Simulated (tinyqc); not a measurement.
# Changing the work of adhesion W_a

Model: equilibrium crystal shape, supported particles, Gibbs-Thomson effect and coarsening. Computed by tinyqc, a small Python program. Command: `OMP_NUM_THREADS=1 python tinyqc.py 3017256 3017257 out.jsonl wulff sweep`. One thread of a shared host (Intel(R) Xeon(R) Processor @ 2.30GHz), about 0.1 s of CPU time with the checks.

A cubic crystal bounded by {100}, {110} and {111} facets only.

Inputs (values chosen for the exercise, modelled on copper): atomic volume Omega = 11.81 angstrom^3; atoms in the particle N = 48000.

Surface energies: given.

surface energies gamma(100), gamma(110), gamma(111) (J/m^2): 1.58  1.75  1.44

Constants: e = 1.602176634e-19 C.

Method:
- The energies and Omega are given.
- Wulff construction: the facet planes lie at distances lambda gamma from the centre, and the shape is the region inside all of them; V = (1/3) sum of area x distance. gamma_mean = sum A gamma / sum A; shape factor eta = A/V^(2/3) (4.836 for a sphere). lambda follows from V = N Omega.
- Winterbottom: the particle sits on its largest facet family, {111}, with energy gamma_f; the substrate plane cuts the shape at the distance lambda (gamma_f - W_a) below the centre. Height over that of the free particle at the same lambda = (2 gamma_f - W_a)/(2 gamma_f). An isotropic particle with gamma_mean has cos(theta) = W_a/gamma_mean - 1 (Young-Dupre); a film dewets into particles whenever W_a < 2 gamma.

One run for each value:

| work of adhesion W_a (J/m^2) | relative height | contact angle theta (degrees) |
|---|---|---|
| 0.10 | 0.9653 | 158.8 |
| 0.39 | 0.8646 | 137.5 |
| 0.67 | 0.7674 | 123.2 |
| 0.96 | 0.6667 | 110.7 |
| 1.20 | 0.5833 | 101.0 |
| 1.50 | 0.4792 | 89.4 |
| 1.80 | 0.3750 | 77.7 |
| 2.10 | 0.2708 | 65.4 |
| 2.40 | 0.1667 | 51.8 |

What does the table show, and why?

Over the rows, relative height falls from 0.965 to 0.167; contact angle theta (degrees) falls from 159 to 51.8. The height and cos(theta) are both linear in W_a: adhesion sinks the particle into the substrate plane.

Extremes, crossings and ranges named in words are read from the listed rows.
